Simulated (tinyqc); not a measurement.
Inside a calculation. Model: lateral field, substrate current, probability of reaching the oxide barrier and hot-carrier lifetime of a silicon transistor (pseudo-two-dimensional and lucky-electron models). Computed by tinyqc, a small Python program that keeps every step. Command: `OMP_NUM_THREADS=1 python tinyqc.py 3005372 3005373 out.jsonl hotcar walk`. One thread of a shared host (Intel(R) Xeon(R) Processor @ 2.30GHz), about 0.01 s of CPU time with the checks. Intermediate numbers are printed to about 5 digits and carried at full precision; extremes and crossings named in words are read from the listed rows.

Local-field models: a lucky carrier gains its energy at the peak field over a path free of collisions. Voltages are magnitudes.

Inputs (values chosen for the exercise, modelled on a silicon p-channel):
```
quantity                                value                      unit
channel length L                          270                        nm
oxide thickness t                         6.5                        nm
junction depth x_j                         89                        nm
mobility mu                               120                cm^2/(V s)
saturation velocity v_s                  0.66                  1e7 cm/s
threshold voltage V_T                    0.49                         V
gate voltage V_G                          2.1                         V
drain voltage V_D                         5.8                         V
ionisation prefactor A_i              6.9e+06                      1/cm
ionisation field B_i                     3.55                     MV/cm
hot-carrier mean free path lambda         5.2                        nm
oxide barrier phi_b                       4.6                        eV
interface-trap threshold phi_it           4.7                        eV
lifetime constant H                       300  s microampere/micrometre
length of the depleted extension L_n       33                        nm
```

Drain: lightly doped extension.

Constants: eps_0 = 8.8541878128e-12 F/m.

## Saturation point and current

C_ox = 3.9 eps_0/t; F_sat = 2 v_s/mu; V_Dsat = V_ov F_sat L/(V_ov + F_sat L), V_ov = V_G - V_T; I_D/W = C_ox v_s (V_ov - V_Dsat).

F_sat = 110 kV/cm

V_Dsat = 1.0440 V

drain current I_D/W = 198.44 microampere/micrometre

## Peak lateral field

Scale length l = 0.22 t^(1/3) x_j^(1/2) (all in cm); F_m = sqrt(((V_D - V_Dsat)/l_e)^2 + F_sat^2), with l_e = l + L_n; length of the velocity-saturated region l_e ln((V_D - V_Dsat)/(l_e F_sat) + F_m/F_sat).

scale length l = 56.853 nm

peak field F_m = 540.61 kV/cm

velocity-saturated length = 204.40 nm

energy gained over one free path, e lambda F_m = 0.28112 eV

The field rises from F_sat to F_m as cosh(x/l_e), a factor 4.9, over 76 % of L. Caution: the empirical formula for l was fitted to oxides of about 15 nm or more; for thinner ones it is an extrapolation. Caution: the saturated region fills most of the channel, so the split into two regions is rough.

## Hot-carrier currents and lifetime

Substrate current I_sub/I_D = (A_i/B_i)(V_D - V_Dsat) exp(-B_i/F_m); probability of reaching the oxide barrier exp(-phi_b/(e lambda F_m)); lifetime tau = (H/(I_D/W)) exp(phi_it/(e lambda F_m)).

I_sub/I_D = 0.013002

substrate current I_sub/W = 2.5801 microampere/micrometre

probability of reaching phi_b = 7.8261e-08

lifetime tau = 2.7570e+07 s

exponent m = phi_it/(e lambda B_i) = 2.5460

Since both exponentials depend on 1/F_m, tau I_D scales about as (I_sub/I_D)^(-m) with m = 2.55, which lets I_sub serve as the monitor. The lifetime is 0.0874 times ten years (3.156e8 s).

## Substrate current against gate voltage

The formulas are those given above.

At the given drain voltage:
```
V_G (V)  V_Dsat (V)  I_D/W (microampere/micrometre)  F_m (kV/cm)  I_sub/W (microampere/micrometre)     tau (s)
0.78         0.2642                             9.0       625.84                            0.3348  6.2069e+07
1.10         0.5061                            36.4       599.36                            1.0039  2.9160e+07
1.60         0.8080                           105.9       566.36                            1.9476  2.4165e+07
2.10         1.0440                           198.4       540.61                            2.5801  2.7570e+07
2.80         1.2994                           354.4       512.82                            3.0545  3.8203e+07
3.70         1.5427                           584.6       486.41                            3.2733  6.0298e+07
4.60         1.7241                           836.6       466.76                            3.2982  9.2122e+07
5.50         1.8646                          1102.9       451.58                            3.2510  1.3399e+08
6.40         1.9767                          1379.1       439.50                            3.1820  1.8576e+08
```

I_sub peaks at V_G = 4.6 V, 0.79 V_D: a higher gate voltage brings more carriers but raises V_Dsat and so lowers F_m. The shortest lifetime among the rows lies at V_G = 1.6 V, below that of the largest I_sub, since tau depends more steeply on the field.

## Extrapolating accelerated tests

V_10 solves tau = 3.156e8 s at the given V_G. The extrapolation fits ln(tau) against 1/V_D at 1, 1.08, 1.16 and 1.25 times the given V_D (rounded to 3 digits) by least squares and reads off the same tau.

Stress points:
```
V_D (V)  1/V_D (1/V)     tau (s)
5.80         0.17241  2.7570e+07
6.26         0.15974  6.6575e+06
6.73         0.14859  1.9541e+06
7.25         0.13793  6.1958e+05
```

ten-year drain voltage V_10 = 5.1666 V

V_10 from the 1/V_D extrapolation = 5.1369 V

The extrapolation is 30 mV below the true value: ln(tau) is nearly linear in 1/(V_D - V_Dsat), not in 1/V_D, so the straight line errs on the safe side when one extrapolates down.

Checks made by the program: voltage drop as the integral of F_sat cosh(x/l_e) over the saturated length (relative difference below 1e-10).
